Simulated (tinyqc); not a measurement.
Space-charge-limited current through a thin insulating or semi-insulating film with traps. Changing the free density at the anode, in units of N_c. Computed by tinyqc, a small Python program. Command: `OMP_NUM_THREADS=1 python tinyqc.py 3007641 3007642 out.jsonl sclc sweep`. One thread of a shared host (Intel(R) Xeon(R) Processor @ 2.30GHz), about 0.01 s of CPU time with the checks.

One ohmic injecting contact at x = 0 (field zero), drift only, non-degenerate free carriers.

Inputs (values chosen for the exercise, modelled on semi-insulating GaN):
```
quantity,value,unit
permittivity eps,9.7,-
band mobility mu,260,cm^2/(V s)
effective density of states N_c,2.2e+18,1/cm^3
trap density N_t,1.2e+15,1/cm^3
"equilibrium Fermi level below the band edge, E_0",0.62,eV
thickness d,2900,nm
temperature T,350,K
characteristic temperature T_c,700,K
```

Traps: exponential tail.

Constants: k_B = 8.617333262e-05 eV/K; e = 1.602176634e-19 C; eps_0 = 8.8541878128e-12 F/m.

Method:
- Free density n_0 = N_c exp(-E_0/k_B T) in equilibrium; trapped density n_t(n) = N_t (n/N_c)^(T/T_c) (the low-temperature form).
- theta = n/(n + n_t) at the anode density; trap-filled-limit voltage V_TFL = e (N_t - n_t(n_0)) d^2/(2 eps eps_0).
- J = e mu n F and (eps eps_0/e) dF/dx = n - n_0 + n_t(n) - n_t(n_0) = rho(n). With F = J/(e mu n): d = (eps eps_0 J/(e^2 mu)) I_1 and V = (eps eps_0 J^2/(e^3 mu^2)) I_2, I_k = int_(n_L)^infinity dn/(n^(k+1) rho(n)), n_L the density at the anode; with u = n_L/n, 200 Gauss-Legendre points in t, u = 1 - (1 - t)^2.
- Anode field J/(e mu n_L); Mott-Gurney current (9/8) eps eps_0 mu V^2/d^3; ohmic current e n_0 mu V/d.

One run for each value:
```
"free density at the anode, in units of N_c",voltage V (V),current density J (A/cm^2),anode field over mean field V/d,theta
6.00e-09,1.1661e-03,3.4345e-06,1.5534,0.12435
4.60e-08,5.4559e-03,1.2473e-04,1.5727,0.28223
3.60e-07,2.6955e-02,4.7448e-03,1.5473,0.52381
2.80e-06,1.5915e-01,2.1443e-01,1.5227,0.75416
2.20e-05,1.0989e+00,1.1531e+01,1.5092,0.89582
1.70e-04,8.0655e+00,6.5146e+02,1.5035,0.95985
1.30e-03,6.0497e+01,3.7312e+04,1.5013,0.98510
1.00e-02,4.6206e+02,2.1910e+06,1.5005,0.99458
```

Over the rows, voltage V (V) rises from 0.00117 to 462 (exponent d ln y / d ln x 0.76 between the first rows and 1.00 between the last); current density J (A/cm^2) rises from 3.43e-6 to 2.19e6 (exponent d ln y / d ln x 1.8 between the first rows and 2.0 between the last); anode field over mean field V/d goes from 1.55 through a maximum among these rows, 1.57 at 4.60e-8, to 1.50.  Left out: 1.00e-10, 7.70e-10 (the anode density is below the equilibrium density).

Caution (rows 6.00e-9, 4.60e-8, 3.60e-7, 2.80e-6): V is below 10 k_B T/e, where diffusion from the contact, left out here, dominates. Caution (rows 0.00130, 0.0100): J V exceeds 1e5 W/cm^2, where self-heating, left out here, would matter. Caution (rows 0.00130, 0.0100): mu V/d exceeds 1e7 cm/s, so velocity saturation would limit the current.

Extremes, crossings and ranges named in words are read from the listed rows.
